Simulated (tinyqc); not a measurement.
Inside a calculation. Model: undoped gate-all-around wire MOSFET, analytic charge model.

Computed by the program tinyqc: `OMP_NUM_THREADS=1 python tinyqc.py 2460025 2460026 out.jsonl`, one thread of a shared Intel Xeon 2.30GHz, about 0.02 s for the whole run. Printed values are rounded.

An undoped round wire of radius R under an insulator shell and a surrounding gate; long channel, electrons only, n = ni exp((psi - V)/Vt) with V the quasi-Fermi potential (0 at the source, Vd at the drain), constant mobility, no quantisation. The radial Poisson equation gives n(r) = n(0)/(1 - (1 - b) r^2/R^2)^2 with b = Q0/(Q + Q0). Q is the electron charge per area of the wire surface.

Parameters, values chosen for the exercise; material values close to those of In0.53Ga0.47As: temperature T = 250 K; band gap Eg = 0.733 eV; relative permittivity of the semiconductor eps_r = 13.7; conduction-band density of states at T Nc = 1.62e17 cm^-3; valence-band density of states at T Nv = 5.83e18 cm^-3; relative permittivity of the gate insulator eox = 23; insulator thickness tox = 13 nm; wire radius R = 10 nm; gate work function less that of the intrinsic body dphi = 0.23 V; channel mobility mu = 510 cm^2/(V s); gate length L = 0.2 um; gate voltage Vg = 0.69 V; drain voltage Vd = 0.1 V.

Constants: q = 1.602176634e-19 C, kB = 1.380649e-23 J/K, Vt = kB T/q, eps0 = 8.8541878128e-14 F/cm where lengths are in cm. Results are converted to the units shown.

Range of the model: The surface density at the source passes 0.3 Nc, where Boltzmann statistics fail.

## Constants of the wire

ni = sqrt(Nc Nv) exp(-Eg/(2 Vt)), Eg in volts; Cox = eps0 eox/(R ln(1 + tox/R)); Q0 = 4 eps0 eps_r Vt/R; V0 = dphi + Vt ln[8 eps0 eps_r Vt/(q ni R^2)].

ni = 3.97445e10 cm^-3
Cox = 2.44500 uF/cm^2
Q0 = 104.530 nC/cm^2
V0 = 0.602848 V

## Iteration 1: charge at the source by Newton steps

Q at the start = 10 nC/cm^2

With V = 0: f = Q/Cox + Vt ln(Q/Q0) + Vt ln(1 + Q/Q0) - (Vg - V0); f' = 1/Cox + Vt/Q + Vt/(Q + Q0); Q(new) = Q - f/f'.

f = -0.131654 V
f' = 0.00275143 V cm^2/nC
Q after iteration 1 = 57.8491 nC/cm^2

## Iteration 2: charge at the source by Newton steps

As before.

f = -0.0667488 V
f' = 9.14076e-4 V cm^2/nC
Q after iteration 2 = 130.872 nC/cm^2

## Course of the iteration: charge at the source by Newton steps

Stop when Q changes by less than 1e-8 nC/cm^2, or after 40 iterations.

Course of the iteration:
```
iteration  Q (nC/cm^2)  |change| (nC/cm^2)
1              57.8491                47.8
2              130.872                73.0
3              147.853                17.0
4              148.198               0.345
5              148.198             1.23e-4
6              148.198            1.55e-11
```

Converged in 6 iterations. At the end the number of correct digits about doubles with each step.

## Drain current and line charge

Qs = 148.198 nC/cm^2
Qd = 27.2349 nC/cm^2

Q solves Vg - V0 - V = Q/Cox + Vt ln(Q/Q0) + Vt ln(1 + Q/Q0). I = mu (2 pi R/L)[2 Vt (Qs - Qd) + (Qs^2 - Qd^2)/(2 Cox) + Vt Q0 ln((Qd + Q0)/(Qs + Q0))], with Qs at V = 0 and Qd at V = Vd. Electrons per length at the source: 2 pi R Qs/q; surface over centre density: (1 + Qs/Q0)^2.

first term = 0.835055 uA
second term = 0.695303 uA
third term = -0.234991 uA
I = 1.29537 uA
electrons per length = 0.581181 1/nm
surface over centre density = 5.84551

The square-law term makes up 53.7 % of the current.
